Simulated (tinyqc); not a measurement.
Koster-Slater impurity in a tight-binding band, by Green functions and by supercells: one step, computed by the program tinyqc.

One orbital per site, e(k) = -2 t sum cos(k_i) over 2 direction(s), band from -4 t to 4 t, lattice constant 1. One site has the extra energy U. Spin is left out.

Question. The level in the supercell. In a periodic cell of N sites along each direction with Bloch vector K, the level solves 1/U = N^-d sum_k 1/(E - e(k)), k_i = (2 pi m_i + K_i)/N, m_i = 0..N-1; the outermost root on the side of U is taken (bisection). d is the number of directions. Gamma means K_i = 0, the zone corner K_i = pi, the quarter point K_i = pi/2. The error is measured against the isolated level E_b.

Inputs (values chosen for the exercise, for a model band): hopping t = 0.86 eV; impurity potential U = 5.98 eV; supercell edge N = 3 sites.

Lattice: square.

level E_b = 6.484074 eV

Give: level at Gamma; level at the corner; level at the quarter point; error at Gamma; width between Gamma and the corner.

Answer.

level at Gamma = 6.408 eV

level at the corner = 6.561 eV

level at the quarter point = 6.484 eV

error at Gamma = -0.07560 eV

width between Gamma and the corner = 0.1527 eV

Images turn the level into a band 0.153 eV wide; the quarter point misses the isolated level by -3.4e-4 eV, far less than Gamma, because the leading hopping between images averages out there.
